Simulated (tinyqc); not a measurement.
## Length offset and series resistance from crossing lines

Inverse problem. R_total = Rs + k (L - dL)/Vo with constant Rs, dL and k. Find k, dL and Rs.

R_total at (L, Vo) = (50, 0.44), (150, 0.44), (50, 0.92) and (150, 0.92), L in nm and Vo in V (ohm um): [547, 1297, 360.73913, 719.43478]

Solution. At each overdrive R is a straight line in L with slope k/Vo; the two lines cross at L = dL, R = Rs.

k = 3.300 ohm um V/nm
dL = 2.400 nm
Rs = 190.0 ohm um

Program tinyqc, `OMP_NUM_THREADS=1 python tinyqc.py 2282276 2282277 out.jsonl`; Intel Xeon 2.30GHz, shared host, one thread, about 0.04 s.
